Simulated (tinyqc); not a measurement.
# A square-lattice strip 2 sites wide in a magnetic flux, recursive Green functions: effects of single changes

The device has N = 4 slices of 2 site(s), nearest-neighbour hopping -t, and site energies U; the leads are semi-infinite continuations with site energy 0 and no flux. The hopping from slice i to i + 1 inside the device carries the phase exp(2 pi i f j) on row j = 1, 2, ...: V = <i+1|H|i> = -t diag(exp(2 pi i f j)).

Inputs (values chosen for the exercise):
```
symbol,value,unit,meaning
t,0.6,eV,hopping (matrix element -t)
U,"[-0.29, -0.07, -0.24, -0.1, -0.01, 0.09, -0.27, -0.02]",eV,"site energies, slice by slice (2 a slice)"
E,0.72,eV,energy
f,0.07,h/q,magnetic flux through each plaquette inside the device
```

Each table varies one quantity; the others keep the values above.

## Effect of the flux

Transverse modes n = 1..2: chi_n(j) = sqrt(2/3) sin(pi n j/3), energy e_n = -2 t cos(pi n/3). Sigma = t^2 sum_n chi_n chi_n^T g(E - e_n), g(x) = (x - i sqrt(4 t^2 - x^2))/(2 t^2) for |x| < 2 t and (x - sign(x) sqrt(x^2 - 4 t^2))/(2 t^2) otherwise; Gamma = i (Sigma - Sigma^dagger); both leads give the same. Forward pass: g_1 = (E - H_1 - Sigma)^(-1), g_i = (E - H_i - V g_(i-1) V^dagger)^(-1), with Sigma also subtracted on the last slice; G_(i,1) = g_i V G_(i-1,1), starting from g_1. H_i is the block of slice i: its site energies on the diagonal and -t between neighbouring rows. T(E) = Tr[Gamma G_(N,1) Gamma G_(N,1)^dagger].

Effect of the flux:
```
f (h/q)      T(E)
-0.5     0.094772
-0.4      0.88078
-0.3      0.93798
-0.2      0.96456
-0.1      0.97896
0         0.96555
0.1       0.97896
0.2       0.96456
0.3       0.93798
0.4       0.88078
0.5      0.094772
```

What does the comparison show?

T(E) is the same at f and -f, as it must be for two terminals, and repeats with period 1 in f. It is 0.966 without flux, 0.0948 at half a quantum, and lies between 0.0948 and 0.979 in these rows.

## Transmission against energy

Same model as above.

Results:
```
E (eV)  open modes     T(E)  T(E) per open mode
-1.74            1  0.87574             0.87574
-1.45            1  0.89052             0.89052
-1.16            1  0.92285             0.92285
-0.87            1  0.97969             0.97969
-0.58            2   1.4401             0.72005
-0.29            2   1.7988             0.89938
0                2   1.8555             0.92774
0.29             2   1.8225             0.91125
0.58             2   1.0529             0.52646
0.87             1  0.95091             0.95091
1.45             1  0.95074             0.95074
1.74             1  0.25885             0.25885
```

Estimate the missing row, E = 1.16 eV.

Computed row:
```
E (eV)  open modes     T(E)  T(E) per open mode
1.16             1  0.92094             0.92094
```

With this row back in the table: T(E) lies between 0.259 (E = 1.74 eV) and 1.86 (E = 0 eV) in these rows. The leads offer 1 to 2 open mode(s), of which the mean share 0.83 is transmitted.

Numbers from tinyqc (`OMP_NUM_THREADS=1 python tinyqc.py 2660046 2660047 out.jsonl`; about 0.01 s on one thread of a shared Intel Xeon 2.30GHz).
